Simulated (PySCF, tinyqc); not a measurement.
RHF in the sto-3g basis, for BeH+, spin multiplicity 1, step by step. The lowest restricted solution is unstable here: a spin-polarised one lies 0.0238 hartree lower (PySCF). One step of it, computed by the program tinyqc.

Problem. Iteration 2: diagonalisation and new density. Diagonalise F' = X^T F X, C = X C', fill 2 alpha and 2 beta electrons from the bottom; D = 2 C_occ C_occ^T. Each column has its largest component positive (the first on a tie).

Fock matrix F (hartree), lower triangle:
```
            1Be 1s     1Be 2s    1Be 2px    1Be 2py    1Be 2pz      2H 1s
1Be 1s   -4.699200
1Be 2s   -1.335653  -0.552349
1Be 2px   0.000000   0.000000  -0.221195
1Be 2py   0.000000   0.000000   0.140555  -0.051010
1Be 2pz  -0.007112  -0.081832   0.000000   0.000000  -0.025270
2H 1s    -0.080881  -0.182860   0.000000   0.000000  -0.213401  -0.509613
```

X, lower triangle:
```
            1Be 1s     1Be 2s   1Be 2px   1Be 2py    1Be 2pz     2H 1s
1Be 1s    1.027176
1Be 2s   -0.139112   1.049699
1Be 2px   0.000000   0.000000  1.000000
1Be 2py   0.000000   0.000000  0.000000  1.000000
1Be 2pz  -0.004637   0.030058  0.000000  0.000000   1.039070
2H 1s     0.017219  -0.128637  0.000000  0.000000  -0.168130  1.061131
```

Give: F' = X^T F X; orbital energies; coefficients C; D after iteration 2.

Solution.

F' = X^T F X (hartree), lower triangle:
```
         1        2        3        4        5        6
1  -4.5892
2  -0.7081  -0.2749
3   0.0000   0.0000  -0.2212
4   0.0000   0.0000   0.1406  -0.0510
5  -0.0059  -0.0478   0.0000   0.0000   0.0293
6   0.0175  -0.0839   0.0000   0.0000  -0.1429  -0.4595
```

orbital energies (hartree): MO1 -4.7025, MO2 -0.5232, MO3 -0.3004, MO4 -0.1390, MO5 0.0282, MO6 0.0704

coefficients C:
```
             MO1      MO2      MO3      MO4     MO5      MO6
1Be 1s    0.9923  -0.0613   0.0000  -0.2933  0.0000   0.0192
1Be 2s    0.0286   0.1571   0.0000   1.0540  0.0000  -0.0483
1Be 2px   0.0000   0.0000   0.8712   0.0000  0.4910   0.0000
1Be 2py   0.0000   0.0000  -0.4910   0.0000  0.8712   0.0000
1Be 2pz   0.0032   0.1236   0.0000   0.1099  0.0000   1.0400
2H 1s    -0.0047   0.9108   0.0000  -0.4190  0.0000  -0.4073
```

D after iteration 2, lower triangle:
```
          1Be 1s  1Be 2s  1Be 2px  1Be 2py  1Be 2pz   2H 1s
1Be 1s    1.9767
1Be 2s    0.0375  0.0510
1Be 2px   0.0000  0.0000   0.0000
1Be 2py   0.0000  0.0000   0.0000   0.0000
1Be 2pz  -0.0087  0.0390   0.0000   0.0000   0.0306
2H 1s    -0.1209  0.2859   0.0000   0.0000   0.2250  1.6593
```
